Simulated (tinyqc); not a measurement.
# Two-step dopant diffusion (predeposition and drive-in) with a constant diffusivity, step by step

A worked calculation. Computed by tinyqc, a small Python program that keeps every step. Command: `OMP_NUM_THREADS=1 python tinyqc.py 3024848 3024849 out.jsonl dopdiff walk`. One thread of a shared host (Intel(R) Xeon(R) Processor @ 2.30GHz), about 0.05 s of CPU time with the checks. Intermediate numbers are printed to about 6 digits and carried at full precision; extremes and crossings named in words are read from the listed rows.

Fick diffusion into a half space x > 0 whose background doping C_B is of the opposite type, so that a junction lies where C = C_B.

Inputs (values chosen for the exercise, modelled on arsenic in silicon): prefactor D0 = 10.5 cm^2/s; activation energy E = 3.97 eV; surface concentration C_s = 3e+19 1/cm^3; background doping C_B = 5.7e+15 1/cm^3; predeposition temperature T1 = 1050 C; predeposition time t1 = 20 min; drive-in temperature T2 = 1050 C; drive-in time t2 = 90 min; mean mobility in the layer mu = 220 cm^2/(V s); ramp rate = 5 C/min; stand-by temperature = 700 C.

Furnace ramps of the drive-in: linear ramps.

Constants: k_B = 8.617333262e-05 eV/K; e = 1.602176634e-19 C.

## Diffusivities

D = D0 exp(-E/(k_B T)). Temperatures in kelvin are T(C) + 273.15. Times in seconds are 60 times the minutes.

D1 = 7.93889e-15 cm^2/s

D2 = 7.93889e-15 cm^2/s

product D1 t1 = 9.52667e-12 cm^2

## Thermal budget with ramps

One ramp between the stand-by temperature and T2 adds int D dT / rate (40-point Gauss-Legendre); the usual estimate counts it as an extra time k_B T2^2/(E rate) at T2. (Dt)2 = D2 t2 + two ramps, times in seconds.

budget of one ramp = 3.42843e-12 cm^2

estimated extra time of one ramp = 7.60030 min

drive-in budget (Dt)2 = 4.97269e-11 cm^2

The integral equals 7.20 min at T2, against the estimate 7.60 min; both ramps make 14 % of the budget.

## Predeposition

C = C_s erfc(x/(2 sqrt(D1 t1))); dose Q = 2 C_s sqrt(D1 t1/pi); the junction solves erfc(z) = C_B/C_s with x_j = 2 z sqrt(D1 t1).

dose Q = 1.04483e+14 1/cm^2

z = 2.63889

junction depth after predeposition = 0.162900 um

## Drive-in as a Gaussian

With a sealed surface and a thin source, C = Q/sqrt(pi (Dt)2) exp(-x^2/(4 (Dt)2)); x_j = 2 sqrt((Dt)2 ln(C(0)/C_B)); gradient at the junction |dC/dx| = C_B x_j/(2 (Dt)2).

surface concentration C(0) (Gaussian) = 8.35942e+18 1/cm^3

junction depth x_j = 0.380811 um

gradient at the junction = 2.18255e+21 1/cm^4

The drive-in moves the junction from 0.163 to 0.381 um and lowers the surface value by a factor 3.59. Caution: the drive-in budget is under fifteen times D1 t1, so the source is not thin and the Gaussian junction is too shallow. Caution: C_s exceeds the intrinsic carrier density of silicon at the predeposition temperature (2e18 to 1e19 per cm^3), where real diffusivities rise with concentration and profiles turn box-like.

## Sheet resistance

Net dose Q_net = Q erf(x_j/(2 sqrt((Dt)2))) - C_B x_j; R_s = 1/(e mu Q_net), with every dopant ionised and one mobility.

net dose = 1.04252e+14 1/cm^2

sheet resistance R_s (Gaussian) = 272.133 ohm/square

## Exact junction depth

Exact two-step profile: C = (2 C_s/pi) int_0^alpha exp(-beta (1 + u^2))/(1 + u^2) du with alpha = sqrt(D1 t1/(Dt)2), beta = x^2/(4 (D1 t1 + (Dt)2)). The integral takes 48 Gauss-Legendre points; solve C(x) = C_B.

exact junction depth = 0.403813 um

## Gaussian against the exact two-step profile

Gaussian: C = Q/sqrt(pi (Dt)2) exp(-x^2/(4 (Dt)2)). Depths are fractions of the Gaussian x_j.

Profiles:
```
x/x_j    x (um)  Gaussian (1/cm^3)  exact (1/cm^3)    ratio
0.0    0.000000        8.35942e+18     7.87964e+18  1.06089
0.2    0.076162        6.24488e+18     6.07836e+18  1.02740
0.4    0.152324        2.60356e+18     2.79325e+18  0.93209
0.6    0.228487        6.05770e+17     7.67144e+17  0.78964
0.8    0.304649        7.86581e+16     1.26546e+17  0.62158
1.0    0.380811        5.70000e+15     1.26147e+16  0.45185
1.2    0.456973        2.30517e+14     7.64797e+14  0.30141
```

With D1 t1/(Dt)2 = 0.19, the Gaussian is 6.1 % high at the surface and 55 % low at its own junction; the exact junction lies at 0.4038 um, 6.0 % deeper. The dose is the same, but the real source already has a width, which carries into the tail.

Checks made by the program: exact profile against the direct convolution of the erfc with the Gaussian kernel (relative difference below 1e-10).
